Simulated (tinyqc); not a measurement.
# Activation energy from two powers

Question. P(T) = Pd + Pl (T/300 K)^2 exp[(q Ea/kB)(1/(300 K) - 1/T)]. Find Ea and Pl.

Inputs (values chosen for the exercise):
```
symbol  value  unit                                  meaning
Pd       0.61     W  temperature-independent switching power
```

Constants: q = 1.602176634e-19 C, kB = 1.380649e-23 J/K. Results are converted to the units shown.

P at T = 340 and 380 K (W): 0.653960116  0.803096401

Answer. Subtract Pd; the ratio of the leakage powers, divided by the T^2 factors, is an Arrhenius factor.

Ea = 0.350 eV
Pl = 0.00696 W

Numbers from tinyqc (`OMP_NUM_THREADS=1 python tinyqc.py 2520008 2520009 out.jsonl`; about 0.01 s on one thread of a shared Intel Xeon 2.30GHz).
